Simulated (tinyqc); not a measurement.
Mass anisotropy: shallow donor in an anisotropic valley (effective-mass theory).

One valley: H = -c [(d2/dx2 + d2/dy2)/mt + (d2/dz2)/ml] - q/(eps r), c = hbar^2/2m0, q = e^2/(4 pi eps0). Trial function exp(-sqrt((x^2 + y^2)/a^2 + z^2/b^2)) with a > b: T = (c/3)(2/(mt a^2) + 1/(ml b^2)), V = -(q/eps) atan(u/b)/u, u = sqrt(a^2 - b^2). The central cell of the impurity is left out.

Constants: hbar^2/2m0 = 3.80998211 eV angstrom^2; e^2/(4 pi eps0) = 14.39964547 eV angstrom; Ry = 13.60569312 eV; a0 (Bohr radius) = 0.5291772105 angstrom.

Values chosen for the exercise (out of a larger set: near those of AlAs; not measured data): mt = 0.186 m0 (transverse mass); eps = 10 (dielectric constant); xs = (1.4, 2.3, 3.7, 4.1, 14, 21, 41, 110) (ratios ml/mt).

mt and eps fixed, ml varied. Energies in units of Ry*(mt) = Ry mt/eps^2 and lengths in a*(mt) = a0 eps/mt; the last two columns use one mass, 3/(1/ml + 2/mt) or (ml mt^2)^(1/3).

Results:

| ml/mt | a/a* | b/a | binding | conductivity mass | density-of-states mass |
|---|---|---|---|---|---|
| 1.40 | 0.932 | 0.887 | 1.115 | 1.105 | 1.119 |
| 2.30 | 0.848 | 0.744 | 1.292 | 1.232 | 1.320 |
| 3.70 | 0.781 | 0.630 | 1.467 | 1.321 | 1.547 |
| 4.10 | 0.768 | 0.608 | 1.506 | 1.337 | 1.601 |
| 21.0 | 0.616 | 0.345 | 2.107 | 1.465 | 2.759 |
| 41.0 | 0.576 | 0.274 | 2.333 | 1.482 | 3.448 |
| 110 | 0.532 | 0.196 | 2.632 | 1.493 | 4.791 |

Give the missing row, ml/mt = 14.0.

Computed row:
```
ml/mt   a/a*    b/a  binding  conductivity mass  density-of-states mass
14.0   0.646  0.397    1.962              1.448                   2.410
```

The binding grows from 1.11 to 2.63 Ry*(mt); for ml going to infinity the exact problem becomes two-dimensional, with 4 Ry*. The conductivity mass saturates at 1.5 and underbinds, by 11 % at ml/mt = 4.1; the density-of-states mass errs by +6 % there and by +82 % in the last row. With these mt and eps one unit is 25.31 meV.

Run: tinyqc, `OMP_NUM_THREADS=1 python tinyqc.py 1250415 1250416 out.jsonl`; Intel(R) Xeon(R) Processor @ 2.30GHz, one thread, shared host; about 0.01 s of CPU time with all checks.
